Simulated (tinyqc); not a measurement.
Inside a calculation. Method: UHF in the 6-31g basis, for H2, spin multiplicity 1. One step of it, computed by the program tinyqc.

Task: Iteration 2: diagonalisation and new density. Diagonalise F' = X^T F X, C = X C', fill 1 alpha and 1 beta electrons from the bottom; D(s) = C_occ C_occ^T. Each column has its largest component positive (the first on a tie).

F(alpha) (hartree), order 1H 1s, 1H 2s, 2H 1s, 2H 2s:
$$\begin{pmatrix}
-0.154664 & -0.562539 & -0.144804 & -0.289533 \\
-0.562539 & -0.364276 & -0.140130 & -0.210780 \\
-0.144804 & -0.140130 & 0.507209 & -0.077806 \\
-0.289533 & -0.210780 & -0.077806 & -0.007246
\end{pmatrix}$$

F(beta) (hartree), order 1H 1s, 1H 2s, 2H 1s, 2H 2s:
$$\begin{pmatrix}
0.507209 & -0.077806 & -0.144804 & -0.140130 \\
-0.077806 & -0.007246 & -0.289533 & -0.210780 \\
-0.144804 & -0.289533 & -0.154664 & -0.562539 \\
-0.140130 & -0.210780 & -0.562539 & -0.364276
\end{pmatrix}$$

X, order 1H 1s, 1H 2s, 2H 1s, 2H 2s:
$$\begin{pmatrix}
1.254332 & -0.499792 & 0.026884 & 0.029245 \\
-0.499792 & 1.432011 & 0.029245 & -0.400592 \\
0.026884 & 0.029245 & 1.254332 & -0.499792 \\
0.029245 & -0.400592 & -0.499792 & 1.432011
\end{pmatrix}$$

Give: F' = X^T F X; orbital energies; coefficients C; F' = X^T F X; orbital energies; coefficients C; D(alpha) after iteration 2; D(beta) after iteration 2.

Result:

F' = X^T F X (alpha) (hartree):
$$\begin{pmatrix}
0.3501 & -0.7001 & -0.0093 & -0.1065 \\
-0.7001 & 0.1391 & -0.0463 & -0.1369 \\
-0.0093 & -0.0463 & 0.8863 & -0.4511 \\
-0.1065 & -0.1369 & -0.4511 & 0.3435
\end{pmatrix}$$

orbital energies (alpha) (hartree): MO1 -0.5135, MO2 0.1366, MO3 0.9517, MO4 1.1442

coefficients C (alpha), order 1H 1s, 1H 2s, 2H 1s, 2H 2s:
$$\begin{pmatrix}
0.4287 & -0.1113 & -1.2698 & 0.1277 \\
0.6366 & -0.4963 & 1.3383 & 0.1383 \\
0.0496 & 0.1828 & 0.1047 & 1.3334 \\
0.0317 & 1.0178 & -0.4005 & -1.1244
\end{pmatrix}$$

F' = X^T F X (beta) (hartree):
$$\begin{pmatrix}
0.8863 & -0.4511 & -0.0093 & -0.0463 \\
-0.4511 & 0.3435 & -0.1065 & -0.1369 \\
-0.0093 & -0.1065 & 0.3501 & -0.7001 \\
-0.0463 & -0.1369 & -0.7001 & 0.1391
\end{pmatrix}$$

orbital energies (beta) (hartree): MO1 -0.5135, MO2 0.1366, MO3 0.9517, MO4 1.1442

coefficients C (beta), order 1H 1s, 1H 2s, 2H 1s, 2H 2s:
$$\begin{pmatrix}
0.0496 & 0.1828 & 0.1047 & 1.3334 \\
0.0317 & 1.0178 & -0.4005 & -1.1244 \\
0.4287 & -0.1113 & -1.2698 & 0.1277 \\
0.6366 & -0.4963 & 1.3383 & 0.1383
\end{pmatrix}$$

D(alpha) after iteration 2, order 1H 1s, 1H 2s, 2H 1s, 2H 2s:
$$\begin{pmatrix}
0.1837 & 0.2729 & 0.0213 & 0.0136 \\
0.2729 & 0.4053 & 0.0316 & 0.0202 \\
0.0213 & 0.0316 & 0.0025 & 0.0016 \\
0.0136 & 0.0202 & 0.0016 & 0.0010
\end{pmatrix}$$

D(beta) after iteration 2, order 1H 1s, 1H 2s, 2H 1s, 2H 2s:
$$\begin{pmatrix}
0.0025 & 0.0016 & 0.0213 & 0.0316 \\
0.0016 & 0.0010 & 0.0136 & 0.0202 \\
0.0213 & 0.0136 & 0.1837 & 0.2729 \\
0.0316 & 0.0202 & 0.2729 & 0.4053
\end{pmatrix}$$
